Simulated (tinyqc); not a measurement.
Inside a calculation. Method: Hubbard chain of 4 sites. Computed by tinyqc, a small Python program that keeps every step. Settings: hopping = 1.71, U = 3.2, mixing = 0.5, iteration cap = 54. Command: `OMP_NUM_THREADS=1 python tinyqc.py 27423 27424 out.jsonl` (the two numbers bound the seeds that draw the settings). One thread of a shared host (Intel(R) Xeon(R) Processor @ 2.60GHz), about 0.2 s of CPU time with the checks. Later iterations appear only in the table of the cycle.

## Mean-field iteration 1

one-body matrix (hopping and site energies) (eV), order 1, 2, 3, 4:
```
[[0.000000, -1.710000, 0.000000, 0.000000],
 [-1.710000, 0.000000, -1.710000, 0.000000],
 [0.000000, -1.710000, 0.000000, -1.710000],
 [0.000000, 0.000000, -1.710000, 0.000000]]
```

U = 3.200000 eV

electrons, up and down: [2, 2]

mixing = 0.500000

n(up) at the start (a guess, not normalised): [0.500000, 0.500000, 0.500000, 0.500000]

n(down) at the start (a guess): [0.500000, 0.500000, 0.500000, 0.500000]

H(up) = T + U n(down), H(down) = T + U n(up); fill the lowest levels; n(new) = n + mixing (n(out) - n); E = tr T (rho up + rho down) + U sum n_up n_down of the output.

levels, up (eV): [-1.166838, 0.543162, 2.656838, 4.366838]

levels, down (eV): [-1.166838, 0.543162, 2.656838, 4.366838]

energy = -4.447352 eV

n(up) after iteration 1: [0.500000, 0.500000, 0.500000, 0.500000]

n(down) after iteration 1: [0.500000, 0.500000, 0.500000, 0.500000]

## Convergence

Each step fills the lowest levels of T + U n(other spin) and sets n(new) = n + mixing (n(out) - n); stop when output and input agree to 1e-8.

Course of the cycle:
```
iteration       E (eV)  largest |n(out) - n(in)|  mean |n_up - n_down|
1          -4.44735248                  2.22e-16              0.000000
```

local moments n_up - n_down: [0.000000, 0.000000, 0.000000, 0.000000]

Converged in 1 iterations. But random starts reach -4.46134 eV, so this is another stationary point, not the lowest one. Reruns (cap 100 unless said): mixing 0.2: converged in 1 to a higher stationary point (E = -4.44735); mixing 0.9: converged in 1 to a higher stationary point (E = -4.44735). Before convergence this energy mixes input and output and is not variational, so it may rise towards its limit.

## Exact diagonalisation (36 states)

Lowest levels of the sector, and the double occupancy of the lowest state.

lowest levels (eV): [-5.054147, -3.668704, -2.335759, -1.830427, -1.652659, -0.860941]

double occupancy per site = 0.157679

The mean-field solution above lies 0.6068 eV above the exact energy.

## The lowest level by Lanczos steps

From a random start vector (not printed): a_j = <q_j|H|q_j>, b_j = norm of the remainder after orthogonalising; the Ritz value is the lowest eigenvalue of the tridiagonal matrix of a and b so far.

Lanczos:
```
j   a_j (eV)  b_j (eV)  lowest Ritz value (eV)
1   2.066738  4.541532              2.06673802
2   1.834264  4.208263             -2.59251765
3   2.284835  3.591684             -4.19379061
4   2.909217  4.826153             -4.63835361
5   5.162169  4.395122             -4.85680629
6   2.594553  3.721342             -4.97051452
7   2.551624  3.322365             -5.02958692
8   3.550758  3.079919             -5.04893732
9   3.031415  3.087036             -5.05315466
10  4.012055  3.579282             -5.05394620
```
